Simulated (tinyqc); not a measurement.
Buckled dimers of a reconstructed (001) surface, two dangling bonds a dimer: one step. The bands on the mesh. Four cases, with inputs chosen for the exercise.

Problem. Both levels at each k_j for the trial z, and W(z).

In a dimer one atom moves up by z and the other down by z; the dangling bond of the up atom (more s-like) falls by gm z and that of the down atom rises by gm z. With all dimers tilted alike: H(k) = [[-gm z - 2 ta cos k, -tp - 2 tx cos k], [., gm z - 2 ta cos k]], k along the row in 1/a. Two electrons a dimer fill the lowest N of the 2N levels on the mesh k_j = (j + 1/2) pi/N. Total energy a dimer: W(z) = (2/N) sum of the filled levels + kf z^2. Repulsion between electrons is left out.

Case 1.

Values chosen (of the size met on Si(001); not measured data): tp = 0.19 eV (pi coupling inside a dimer); ta = 0.17 eV (coupling between like atoms along the row); tx = 0 eV (diagonal coupling along the row); gm = 2.33 eV/angstrom (shift of a dangling bond with height); kf = 11.8 eV/angstrom^2 (force constant of buckling); z = 0.12 angstrom (a trial buckling); N = 16 (k points).

Case 2.

Values chosen (of the size met on Ge(001); not measured data): tp = 0.2 eV (pi coupling inside a dimer); ta = 0.05 eV (coupling between like atoms along the row); tx = 0 eV (diagonal coupling along the row); gm = 1.7 eV/angstrom (shift of a dangling bond with height); kf = 5.5 eV/angstrom^2 (force constant of buckling); z = 0.11 angstrom (a trial buckling); N = 16 (k points).

Case 3.

Values chosen (of the size met on Ge(001); not measured data): tp = 0.26 eV (pi coupling inside a dimer); ta = 0.15 eV (coupling between like atoms along the row); tx = 0.05 eV (diagonal coupling along the row); gm = 2.11 eV/angstrom (shift of a dangling bond with height); kf = 6.7 eV/angstrom^2 (force constant of buckling); z = 0.29 angstrom (a trial buckling); N = 12 (k points).

Case 4.

Values chosen (of the size met on diamond (001); not measured data): tp = 1.05 eV (pi coupling inside a dimer); ta = 0.12 eV (coupling between like atoms along the row); tx = 0.03 eV (diagonal coupling along the row); gm = 2.15 eV/angstrom (shift of a dangling bond with height); kf = 8.1 eV/angstrom^2 (force constant of buckling); z = 0.11 angstrom (a trial buckling); N = 12 (k points).

Give: a table of j, k (pi/a), lower, upper; band energy; elastic energy; W.

Solution.

Case 1.

Levels (eV):
```
j   k (pi/a)    lower    upper
0     0.0312  -0.6764  -0.0003
1     0.0938  -0.6634   0.0127
2     0.1562  -0.6379   0.0382
3     0.2188  -0.6009   0.0752
4     0.2812  -0.5537   0.1224
5     0.3438  -0.4983   0.1778
6     0.4062  -0.4367   0.2394
7     0.4688  -0.3714   0.3047
8     0.5312  -0.3047   0.3714
9     0.5938  -0.2394   0.4367
10    0.6562  -0.1778   0.4983
11    0.7188  -0.1224   0.5537
12    0.7812  -0.0752   0.6009
13    0.8438  -0.0382   0.6379
14    0.9062  -0.0127   0.6634
15    0.9688   0.0003   0.6764
```

band energy = -0.6762 eV
elastic energy = 0.1699 eV
W = -0.5063 eV

The bands overlap on this mesh, so some upper levels are filled.

Case 2.

Levels (eV):
```
j   k (pi/a)    lower   upper
0     0.0312  -0.3733  0.1743
1     0.0938  -0.3695  0.1781
2     0.1562  -0.3620  0.1856
3     0.2188  -0.3511  0.1965
4     0.2812  -0.3372  0.2104
5     0.3438  -0.3209  0.2267
6     0.4062  -0.3028  0.2448
7     0.4688  -0.2836  0.2640
8     0.5312  -0.2640  0.2836
9     0.5938  -0.2448  0.3028
10    0.6562  -0.2267  0.3209
11    0.7188  -0.2104  0.3372
12    0.7812  -0.1965  0.3511
13    0.8438  -0.1856  0.3620
14    0.9062  -0.1781  0.3695
15    0.9688  -0.1743  0.3733
```

band energy = -0.5476 eV
elastic energy = 0.0665 eV
W = -0.4811 eV

The lower band is full and the upper empty.

Case 3.

Levels (eV):
```
j   k (pi/a)    lower   upper
0     0.0417  -1.0069  0.4121
1     0.1250  -0.9833  0.4290
2     0.2083  -0.9377  0.4617
3     0.2917  -0.8736  0.5083
4     0.3750  -0.7955  0.5659
5     0.4583  -0.7092  0.6309
6     0.5417  -0.6207  0.6990
7     0.6250  -0.5360  0.7656
8     0.7083  -0.4609  0.8261
9     0.7917  -0.4000  0.8760
10    0.8750  -0.3573  0.9116
11    0.9583  -0.3353  0.9301
```

band energy = -1.3361 eV
elastic energy = 0.5635 eV
W = -0.7726 eV

The lower band is full and the upper empty.

Case 4.

Levels (eV):
```
j   k (pi/a)    lower   upper
0     0.0417  -1.3724  0.8965
1     0.1250  -1.3522  0.9087
2     0.2083  -1.3132  0.9324
3     0.2917  -1.2581  0.9659
4     0.3750  -1.1906  1.0069
5     0.4583  -1.1153  1.0526
6     0.5417  -1.0373  1.1000
7     0.6250  -0.9621  1.1458
8     0.7083  -0.8946  1.1868
9     0.7917  -0.8395  1.2203
10    0.8750  -0.8006  1.2440
11    0.9583  -0.7804  1.2563
```

band energy = -2.1527 eV
elastic energy = 0.0980 eV
W = -2.0547 eV

The lower band is full and the upper empty.

Computed by tinyqc, one run a case: `OMP_NUM_THREADS=1 python tinyqc.py N N+1 out.jsonl` with N = 1480132, 1480195, 1480520, 1480818; one thread of a shared Intel(R) Xeon(R) Processor @ 2.30GHz, about 0.03 s a run at most.
